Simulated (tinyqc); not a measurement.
## Length offset and series resistance from crossing lines

Problem. R_total = Rs + k (L - dL)/Vo with constant Rs, dL and k. Find k, dL and Rs.

R_total at (L, Vo) = (60, 0.3), (120, 0.3), (60, 0.75) and (120, 0.75), L in nm and Vo in V (ohm um): [412.93333, 752.93333, 255.17333, 391.17333]

Answer. At each overdrive R is a straight line in L with slope k/Vo; the two lines cross at L = dL, R = Rs.

k = 1.70 ohm um V/nm
dL = 13.6 nm
Rs = 150 ohm um

Computed by the program tinyqc: `OMP_NUM_THREADS=1 python tinyqc.py 2282172 2282173 out.jsonl`, one thread of a shared Intel Xeon 2.30GHz, about 0.04 s for the whole run.
